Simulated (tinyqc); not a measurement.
Binary melting diagram from solution models of liquid and solid: one step, computed by the program tinyqc.

x is the fraction of B. In a phase with interaction L: mu_A = G_A + R T ln(1 - x) + L x^2, mu_B = G_B + R T ln x + L (1 - x)^2. Melting: G(liquid) - G(solid) = H (1 - T/T_m) for each pure component.

Task: The two liquidus branches. Liquid against pure solid A: T = (H_A + L_L x^2)/(H_A/T_A - R ln(1 - x)); against pure solid B: T = (H_B + L_L (1 - x)^2)/(H_B/T_B - R ln x). The higher branch is the stable one; a dash marks a branch without a positive root.

Inputs (values chosen for the exercise, for a model alloy):
```
quantity                value    unit
melting point T_A        1355       K
melting point T_B        1055       K
heat of melting H_A      15.4  kJ/mol
heat of melting H_B      35.5  kJ/mol
liquid interaction L_L   -5.9  kJ/mol
```

Diagram: eutectic with pure solids.

Constants: R = 8.314462618 J/(mol K).

Give: Liquidus temperatures (K).

Result:

Liquidus temperatures (K):
```
x     branch A  branch B  first solid
0.05      1305       515            A
0.15      1201       632            A
0.30      1038       747            A
0.45       870       837            A
0.60       699       912            B
0.75       528       975            B
0.90       348      1027            B
0.97       243      1047            B
```
